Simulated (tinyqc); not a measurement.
Photoconductance decay in a wafer: bulk and surface recombination modes, and iron detection by pair splitting: one step, computed by the program tinyqc.

Both faces of the wafer have the same S; injection is low and all coefficients are constant. x runs from -W/2 to W/2.

Question. Decay rates of the even modes. Even modes cos(a x) obey b tan b = S W/(2 D) with b = a W/2, odd modes sin(a x) obey -b cot b = S W/(2 D); each decays at the rate 1/tau_b + D a^2.

Inputs (values chosen for the exercise, modelled on p-type silicon):
```
quantity                          value         unit
thickness W                         300   micrometre
diffusivity D                      22.2       cm^2/s
bulk lifetime tau_b without iron    190  microsecond
surface recombination velocity S     47         cm/s
```

Give: the table «The first four even modes: b, surface rate and decay time» with the columns b_n, surface rate D a^2 (1/s), decay time (microsecond), for n = 0, 1, 2, 3.

Answer.

The first four even modes: b, surface rate and decay time:
```
n    b_n  surface rate D a^2 (1/s)  decay time (microsecond)
0  0.177                 3.100e+03                 1.196e+02
1  3.152                 9.801e+05                 1.015e+00
2  6.288                 3.901e+06                 2.560e-01
3  9.428                 8.770e+06                 1.140e-01
```
